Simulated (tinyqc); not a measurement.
# Phonon and roughness prefactors from two fields

Problem. At 300 K and high field 1/mu = E^(1/3)/Ap + E^gs/As, E in MV/cm. Find Ap and As.

Inputs (values chosen for the exercise): exponent of the roughness term gs = 1.

mu at E = 0.45 and 1.18 MV/cm (cm^2/(V s)): 152.03331  98.639835

Answer. Two linear equations in 1/Ap and 1/As.

Ap = 134 cm^2/(V s)
As = 524 cm^2/(V s)

Computed by the program tinyqc: `OMP_NUM_THREADS=1 python tinyqc.py 2510094 2510095 out.jsonl`, one thread of a shared Intel Xeon 2.30GHz, about 0.01 s for the whole run.
